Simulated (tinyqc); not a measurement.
Inside a calculation. Method: Pariser-Parr-Pople SCF with singles CI, for the molecule O=Cc1ccc2c(c1)C=C2 (SMILES; centres numbered as the heavy atoms are written). Computed by tinyqc, a small Python program that keeps every step. Settings: charge = 0, gamma = MN, start = core, damping = 0, iteration cap = 90, excitations kept = 9. Command: `OMP_NUM_THREADS=1 python tinyqc.py 25971 25972 out.jsonl` (the two numbers bound the seeds that draw the settings). One thread of a shared host (Intel(R) Xeon(R) Processor @ 2.60GHz), about 0.02 s of CPU time with the checks. Later iterations appear only in the table of the cycle.

## PPP integrals

Centres (angstrom, eV; a flat drawing with bonds scaled to 1.40 angstrom):
```
centre,x,y,core charge z,W,gamma_rr
1O,3.583000,-0.173000,1,17.700000,15.200000
2C,2.520000,0.739000,1,11.160000,11.130000
3C,1.200000,0.274000,1,11.160000,11.130000
4C,0.942000,-1.102000,1,11.160000,11.130000
5C,-0.379000,-1.567000,1,11.160000,11.130000
6C,-1.442000,-0.656000,1,11.160000,11.130000
7C,-1.184000,0.720000,1,11.160000,11.130000
8C,0.137000,1.185000,1,11.160000,11.130000
9C,-2.560000,0.978000,1,11.160000,11.130000
10C,-2.818000,-0.398000,1,11.160000,11.130000
```

Resonance integrals (eV):
```
i,j,beta
1,2,-2.510000
2,3,-2.390000
3,4,-2.390000
4,5,-2.390000
5,6,-2.390000
6,7,-2.390000
7,8,-2.390000
7,9,-2.390000
9,10,-2.390000
8,3,-2.390000
10,6,-2.390000
```

Mataga-Nishimoto: gamma = 14.399645/(R + a), a = 2 x 14.399645/(gamma_rr + gamma_ss); H_rr = -W_r - sum_(s != r) z_s gamma_rs; H_rs = beta for bonds.

repulsion gamma_rs (eV), lower triangle:
```
,1O,2C,3C,4C,5C,6C,7C,8C,9C,10C
1O,15.200000
2C,5.772803,11.130000
3C,4.092734,5.346514,11.130000
4C,3.698465,3.872425,5.345581,11.130000
5C,2.720064,2.881042,3.871747,5.344642,11.130000
6C,2.344478,2.620890,3.516678,3.871779,5.345617,11.130000
7C,2.422672,2.881187,3.871779,3.517522,3.872633,5.345581,11.130000
8C,3.001358,3.872803,5.345617,3.872633,3.517491,3.871747,5.344642,11.130000
9C,1.960821,2.257214,2.812921,2.683047,3.099729,4.398668,5.345581,3.601081,11.130000
10C,1.920276,2.132802,2.682709,2.812921,3.601310,5.345581,4.398668,3.099318,5.345581,11.130000
```

core matrix H (eV), lower triangle:
```
,1O,2C,3C,4C,5C,6C,7C,8C,9C,10C
1O,-45.633670
2C,-2.510000,-42.797678
3C,0.000000,-2.390000,-48.046280
4C,0.000000,0.000000,-2.390000,-46.179015
5C,0.000000,0.000000,0.000000,-2.390000,-45.414275
6C,0.000000,0.000000,0.000000,0.000000,-2.390000,-47.821019
7C,0.000000,0.000000,0.000000,0.000000,0.000000,-2.390000,-48.160266
8C,0.000000,0.000000,-2.390000,0.000000,0.000000,0.000000,-2.390000,-46.686690
9C,0.000000,0.000000,0.000000,0.000000,0.000000,0.000000,-2.390000,0.000000,-42.664644
10C,0.000000,0.000000,0.000000,0.000000,0.000000,-2.390000,0.000000,0.000000,-2.390000,-42.499167
```

## Starting guess

pi electrons, sum of z_r less the charge = 10

Orbitals of the core matrix H.

P at the start, lower triangle:
```
,1O,2C,3C,4C,5C,6C,7C,8C,9C,10C
1O,1.485318
2C,0.783886,0.560126
3C,-0.041480,0.410133,1.452322
4C,-0.004013,-0.049135,0.259590,1.288874
5C,-0.009207,-0.085242,-0.067466,0.840662,0.831476
6C,-0.086354,0.065324,0.121200,-0.255873,0.396812,1.583093
7C,0.173806,-0.080181,-0.299350,0.100251,0.058467,0.085445,1.524194
8C,-0.307275,-0.002911,0.647919,-0.057696,-0.300333,-0.111197,0.581194,0.845000
9C,0.125683,0.000676,-0.153577,-0.010419,0.022041,0.081214,0.490013,0.132701,0.166109
10C,-0.016964,0.058634,0.076493,-0.247109,0.037685,0.619997,-0.017423,-0.021441,0.018171,0.263488
```

## Iteration 1: Fock matrix

F_rr = H_rr + P_rr gamma_rr / 2 + sum_(s != r) P_ss gamma_rs; F_rs = H_rs - P_rs gamma_rs / 2; E = tr P (H + F) / 2 + core repulsion sum_(r<s) z_r z_s gamma_rs.

F (eV), lower triangle:
```
,1O,2C,3C,4C,5C,6C,7C,8C,9C,10C
1O,-7.367293
2C,-4.772611,-3.204657
3C,0.084883,-3.486391,-3.621600
4C,0.007421,0.095136,-3.083831,-3.186544
5C,0.012521,0.122792,0.130605,-4.636519,-3.820282
6C,0.101227,-0.085603,-0.213110,0.495341,-3.450603,-5.959961
7C,-0.210538,0.115508,0.579508,-0.176317,-0.113211,-2.618376,-6.063424
8C,0.461122,0.005637,-4.121763,0.111718,0.528210,0.215264,-3.943137,-3.987021
9C,-0.123220,-0.000763,0.216001,0.013978,-0.034160,-0.178617,-3.699702,-0.238934,-7.880139
10C,0.016288,-0.062527,-0.102604,0.347549,-0.067857,-4.047123,0.038319,0.033225,-2.438566,-7.796087
```

pi energy = -123.413478 eV

## Iteration 1: orbitals and new P

Diagonalise F (the basis is taken as orthonormal) and form P = 2 sum c c over the lowest orbitals.

orbital energies (eV): -14.151461  -11.313175  -9.971499  -9.509929  -6.849354  -5.859802  -1.584028  0.480532  1.538507  4.333202

P after iteration 1, lower triangle:
```
,1O,2C,3C,4C,5C,6C,7C,8C,9C,10C
1O,1.387972
2C,0.831266,0.688472
3C,0.001147,0.406987,0.938890
4C,-0.003884,0.035761,0.279024,0.768809
5C,0.021540,-0.078230,-0.013850,0.808304,1.053764
6C,-0.068933,-0.005618,0.067666,0.207452,0.477040,0.807501
7C,-0.044177,-0.062593,0.069794,0.102447,0.061832,0.061762,0.915652
8C,-0.302778,0.138135,0.759272,0.043914,-0.286190,-0.075455,0.468253,0.945258
9C,0.240436,-0.080692,-0.401550,-0.127930,0.004547,0.096189,0.856086,0.030362,1.118801
10C,-0.042512,0.096787,0.073441,-0.377123,-0.153829,0.814996,-0.108938,0.006682,0.029654,1.374882
```

## Iteration 2: Fock matrix

As before.

F (eV), lower triangle:
```
,1O,2C,3C,4C,5C,6C,7C,8C,9C,10C
1O,-9.775858
2C,-4.909367,-6.047909
3C,-0.002348,-3.477981,-6.996780
4C,0.007182,-0.069240,-3.135772,-6.573112
5C,-0.029295,0.112691,0.026812,-4.550047,-6.440172
6C,0.080806,0.007363,-0.118980,-0.401604,-3.665037,-5.532081
7C,0.053513,0.090171,-0.135114,-0.180180,-0.119727,-2.555078,-5.901211
8C,0.454373,-0.267486,-4.419388,-0.085031,0.503335,0.146071,-3.641322,-6.580988
9C,-0.235726,0.091070,0.564764,0.171622,-0.007047,-0.211551,-4.678138,-0.054668,-4.992654
10C,0.040818,-0.103214,-0.098510,0.530408,0.276993,-4.568313,0.239591,-0.010354,-2.469260,-4.983480
```

pi energy = -130.464411 eV

## Iteration 2: orbitals and new P

As before.

orbital energies (eV): -15.041723  -13.573036  -11.651172  -11.496978  -7.182742  -4.412585  -2.563024  -0.882077  0.231425  2.747667

P after iteration 2, lower triangle:
```
,1O,2C,3C,4C,5C,6C,7C,8C,9C,10C
1O,1.438747
2C,0.808814,0.736104
3C,-0.116770,0.447404,1.114019
4C,-0.013120,-0.009787,0.303132,0.973144
5C,0.051223,-0.100891,-0.054232,0.860764,1.007010
6C,-0.074017,0.051891,0.061014,0.050217,0.397188,0.970500
7C,0.088505,-0.129059,-0.103117,0.056562,0.065095,0.057394,1.106006
8C,-0.271415,0.125512,0.737603,0.041870,-0.276083,-0.096843,0.486912,0.884617
9C,0.201471,-0.106065,-0.329051,-0.110472,0.030971,0.150391,0.833777,0.166007,0.720018
10C,-0.096548,0.139219,0.108050,-0.382792,-0.064161,0.889756,-0.103158,-0.034835,0.054515,1.049834
```

## Iteration 3: Fock matrix

As before.

F (eV), lower triangle:
```
,1O,2C,3C,4C,5C,6C,7C,8C,9C,10C
1O,-8.514497
2C,-4.844562,-4.749416
3C,0.238954,-3.586026,-5.656129
4C,0.024262,0.018949,-3.200209,-5.295913
5C,-0.069664,0.145335,0.104986,-4.690237,-5.666377
6C,0.086766,-0.068000,-0.107283,-0.097215,-3.451608,-5.932940
7C,-0.107209,0.185921,0.199623,-0.099480,-0.126044,-2.543402,-6.380167
8C,0.407307,-0.243042,-4.361473,-0.081073,0.485559,0.187475,-3.691186,-5.813564
9C,-0.197524,0.119706,0.462797,0.148201,-0.048001,-0.330761,-4.618512,-0.298902,-6.330271
10C,0.092699,-0.148463,-0.144933,0.538381,0.115531,-4.768131,0.226880,0.053983,-2.535708,-6.328096
```

pi energy = -131.465734 eV

## Iteration 3: orbitals and new P

As before.

orbital energies (eV): -14.653889  -12.923518  -11.234759  -10.948743  -7.680213  -4.674447  -1.840528  -0.412190  1.012834  2.688082

P after iteration 3, lower triangle:
```
,1O,2C,3C,4C,5C,6C,7C,8C,9C,10C
1O,1.426600
2C,0.819295,0.732187
3C,-0.101811,0.433006,1.062441
4C,-0.028188,0.007368,0.315964,0.894113
5C,0.055183,-0.100960,-0.049501,0.856458,1.052444
6C,-0.055554,0.030205,0.046628,0.108000,0.392964,0.889715
7C,0.065727,-0.110190,-0.080612,0.051698,0.072256,0.047824,1.068794
8C,-0.282704,0.144502,0.756736,0.063171,-0.275696,-0.100979,0.448986,0.893940
9C,0.190050,-0.096702,-0.318328,-0.129596,0.021557,0.164929,0.861731,0.151275,0.802909
10C,-0.095480,0.126507,0.115337,-0.345633,-0.109207,0.880849,-0.134008,-0.025098,0.066534,1.176858
```

## Convergence

Stop when output and input P, before any damping, agree to 1e-7.

Course of the cycle:
```
iteration,E (eV),largest |P(out) - P(in)|
1,-123.41347825,1.11e+00
2,-130.46441063,3.99e-01
3,-131.46573419,1.27e-01
4,-131.58910362,4.45e-02
5,-131.60992317,2.34e-02
6,-131.62308904,2.28e-02
7,-131.63871274,2.86e-02
8,-131.66042516,3.72e-02
9,-131.69336584,5.00e-02
10,-131.74773590,6.96e-02
11,-131.84527233,9.80e-02
...,...,...
32,-133.96023918,9.69e-06
33,-133.96023919,5.99e-06
34,-133.96023919,3.71e-06
35,-133.96023919,2.29e-06
36,-133.96023919,1.41e-06
37,-133.96023919,8.73e-07
38,-133.96023919,5.39e-07
39,-133.96023919,3.33e-07
40,-133.96023919,2.05e-07
41,-133.96023919,1.27e-07
42,-133.96023919,7.81e-08
```

Converged in 42 iterations.

## Converged orbitals

Charges are z - P_rr.

orbital energies (eV): -14.634096  -13.304542  -11.613499  -10.803464  -8.892402  -3.259799  -1.872596  -0.734341  0.954533  2.720726

coefficients:
```
,MO1,MO2,MO3,MO4,MO5,MO6,MO7,MO8,MO9,MO10
1O,0.150741,0.550105,0.508098,-0.275140,-0.204618,0.282385,-0.379844,-0.169864,0.206436,0.058602
2C,0.204062,0.508093,0.210912,-0.070175,0.055756,-0.285502,0.522272,0.268414,-0.442859,-0.158850
3C,0.332535,0.379056,-0.313755,0.266215,0.305624,-0.281099,0.077626,-0.094897,0.535647,0.319457
4C,0.268385,0.168295,-0.496314,-0.201449,0.272508,0.389317,-0.051527,-0.444081,-0.337116,-0.270922
5C,0.302877,-0.064081,-0.350956,-0.495121,-0.192857,0.176123,-0.055149,0.605384,0.029567,0.311810
6C,0.427089,-0.275142,0.015635,-0.316236,-0.346866,-0.430394,0.083102,-0.259103,0.269541,-0.435195
7C,0.436520,-0.212247,0.150792,0.329476,-0.370147,0.279247,0.318971,-0.274956,-0.200514,0.447853
8C,0.335146,0.078816,-0.100628,0.566225,-0.205214,-0.037529,-0.507831,0.325870,-0.175632,-0.335078
9C,0.298531,-0.251518,0.336251,0.074268,0.468167,0.434214,0.223721,0.269319,0.316173,-0.314270
10C,0.294776,-0.269977,0.288512,-0.167602,0.481191,-0.352102,-0.393238,-0.070271,-0.340808,0.312482
```

pi charges: 1O -0.402146, 2C 0.295366, 3C -0.033963, 4C 0.076953, 5C -0.002700, 6C 0.042653, 7C -0.007799, 8C 0.017232, 9C 0.019714, 10C -0.005309

## Singles CI, singlets

Over the 9 single excitations with the smallest orbital gaps: A = (e_a - e_i) delta + 2 (ia|jb) - (ij|ab), with (pq|rs) = sum c_mp c_mq gamma_mn c_nr c_ns. f = 2/3 w |mu|^2 in atomic units, mu = sqrt2 sum c_ia sum_m c_mi c_ma R_m.

singlet CI matrix (eV), lower triangle:
```
,5>6,5>7,4>6,5>8,3>6,4>7,3>7,5>9,2>6
5>6,2.209313
5>7,-0.447126,4.089701
4>6,0.241290,-0.460882,4.458182
5>8,-0.136258,0.077237,0.721797,5.056899
3>6,-0.163259,-0.077251,-0.040019,0.307259,5.542444
4>7,0.091115,-0.250443,-0.000337,0.149372,-0.106677,5.952395
3>7,-0.133615,0.176199,0.024712,0.108460,0.056613,-0.253685,6.688082
5>9,0.171017,-0.003693,-0.053776,0.007546,0.332230,-0.247872,0.058367,6.879935
2>6,-0.160695,-0.140825,-0.140745,0.010873,0.142728,0.186261,-0.097768,-0.485607,7.248104
```

singlet excitation energies (eV): 2.070029  3.551373  4.509817  5.246133  5.683879  5.939567  6.670160  6.772991  7.681107

oscillator strengths: 0.010058  0.022073  0.584951  0.638749  0.383730  0.416306  0.085423  0.160663  0.914201

## Singles CI, triplets

Over the 9 single excitations with the smallest orbital gaps: A = (e_a - e_i) delta - (ij|ab), with (pq|rs) = sum c_mp c_mq gamma_mn c_nr c_ns.

triplet CI matrix (eV), lower triangle:
```
,5>6,5>7,4>6,5>8,3>6,4>7,3>7,5>9,2>6
5>6,0.843299
5>7,-0.749079,2.838318
4>6,-0.050363,0.327469,3.215675
5>8,-0.419024,0.242702,-0.165227,3.835896
3>6,-0.112791,-0.722092,-0.127680,-0.636366,3.934006
4>7,0.327469,0.260924,-0.062203,-0.245322,-0.320191,4.400203
3>7,-0.722092,0.160969,-0.320191,0.095908,0.446568,0.470786,5.451595
5>9,-0.008377,-0.632008,0.077209,-0.313782,-0.519063,0.175867,-0.557891,5.470519
2>6,-0.061849,0.178677,-0.121823,0.131856,0.332145,-0.335657,0.936029,0.626539,5.765644
```

triplet excitation energies (eV): 0.373320  2.358231  2.907567  3.442719  3.890731  4.814842  5.015735  6.195415  6.756594
